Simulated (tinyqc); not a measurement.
Hueckel theory of the pi electrons, for the molecule [CH2]c1cccc(F)c1 (SMILES; centres numbered as the heavy atoms are written), step by step. One step of it, computed by the program tinyqc.

Question. Orbitals. Diagonalise; E = alpha + x beta with beta < 0, so the largest x are filled first; degenerate levels share their electrons. P = sum n_i c_ri c_si; each orbital has its largest coefficient positive (the first on a tie).

Hueckel matrix in units of beta (H = alpha + beta A):
```
,1C,2C,3C,4C,5C,6C,7F,8C
1C,0.000000,1.000000,0.000000,0.000000,0.000000,0.000000,0.000000,0.000000
2C,1.000000,0.000000,1.000000,0.000000,0.000000,0.000000,0.000000,1.000000
3C,0.000000,1.000000,0.000000,1.000000,0.000000,0.000000,0.000000,0.000000
4C,0.000000,0.000000,1.000000,0.000000,1.000000,0.000000,0.000000,0.000000
5C,0.000000,0.000000,0.000000,1.000000,0.000000,1.000000,0.000000,0.000000
6C,0.000000,0.000000,0.000000,0.000000,1.000000,0.000000,0.760000,1.000000
7F,0.000000,0.000000,0.000000,0.000000,0.000000,0.760000,3.390000,0.000000
8C,0.000000,1.000000,0.000000,0.000000,0.000000,1.000000,0.000000,0.000000
```

pi electrons, sum of z_r less the charge = 9

Give: x values; occupations; coefficients; charge and bond-order matrix P.

Answer.

x values: 3.5847  2.0571  1.2336  0.9372  0.0000  -1.0309  -1.2768  -2.1149

occupations: 2.0000  2.0000  2.0000  2.0000  1.0000  0.0000  0.0000  0.0000

coefficients:
```
,MO1,MO2,MO3,MO4,MO5,MO6,MO7,MO8
1C,0.0077,0.2528,-0.3856,-0.0490,0.7559,0.0349,-0.3980,-0.2320
2C,0.0276,0.5201,-0.4757,-0.0460,0.0000,-0.0360,0.5082,0.4907
3C,0.0147,0.4274,-0.0320,-0.5009,-0.3780,-0.4873,-0.1645,-0.3972
4C,0.0253,0.3592,0.4362,-0.4235,0.0000,0.5383,-0.2982,0.3494
5C,0.0758,0.3114,0.5701,0.1040,0.3780,-0.0677,0.5452,-0.3417
6C,0.2465,0.2815,0.2670,0.5210,0.0000,-0.4686,-0.3980,0.3732
7F,0.9623,-0.1605,-0.0941,-0.1614,0.0000,0.0806,0.0648,-0.0515
8C,0.0765,0.3897,-0.1691,0.5069,-0.3780,0.4895,-0.0864,-0.4085
```

charge and bond-order matrix P:
```
,1C,2C,3C,4C,5C,6C,7F,8C
1C,1.0016,0.6348,0.0045,-0.1129,-0.0055,-0.1109,0.0221,-0.0068
2C,0.6348,0.9993,0.5219,-0.0010,-0.2238,0.0045,-0.0095,0.5239
3C,0.0045,0.5219,1.0126,0.7041,-0.0151,-0.2911,0.0589,-0.0187
4C,-0.1129,-0.0010,0.7041,0.9985,0.6367,0.0064,-0.0121,-0.2931
5C,-0.0055,-0.2238,-0.0151,0.6367,1.0200,0.6256,-0.0950,0.0241
6C,-0.1109,0.0045,-0.2911,0.0064,0.6256,0.9655,0.1655,0.6949
7F,0.0221,-0.0095,0.0589,-0.0121,-0.0950,0.1655,1.9733,-0.1098
8C,-0.0068,0.5239,-0.0187,-0.2931,0.0241,0.6949,-0.1098,1.0293
```
